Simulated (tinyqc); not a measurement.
Chemical vapour deposition: Grove model, boundary layer, depletion and step coverage: one step, computed by the program tinyqc. Command: `OMP_NUM_THREADS=1 python tinyqc.py 3019798 3019799 out.jsonl cvd walk`. One thread of a shared host (Intel(R) Xeon(R) Processor @ 2.30GHz), about 0.01 s of CPU time with the checks.

A precursor diffuses to the surface and reacts there at first order; each molecule that reacts adds one formula unit of film.

Problem. Step coverage in a trench. In a long trench of width w and depth l = aspect ratio x w: Knudsen diffusivity D_K = (2w) c/3 (hydraulic diameter 2w), combined as 1/D_e = 1/D_K + 1/D; D_e d2C/dz2 = 2 k_s C/w with D_e dC/dz = -k_s C at the floor. With m = sqrt(2 k_s/(w D_e)): C(floor)/C(top) = 1/[cosh(m l) + (k_s/(D_e m)) sinh(m l)].

Inputs (values chosen for the exercise, close to those used for tungsten from its fluoride): temperature T = 450 C; trench width w = 0.27 um; aspect ratio of the trench = 41.

Reactor: horizontal, reduced pressure.

mean speed c = 22666.96 cm/s

gas diffusivity D = 20.18403 cm^2/s

surface rate constant k_s = 0.07925189 cm/s

Give: Knudsen diffusivity D_K; effective diffusivity D_e; modulus m l; step coverage.

Solution.

Knudsen diffusivity D_K = 0.4080 cm^2/s

effective diffusivity D_e = 0.3999 cm^2/s

modulus m l = 0.1341

step coverage = 0.9909

Caution: the hydraulic-diameter form of D_K is rough for a slit.
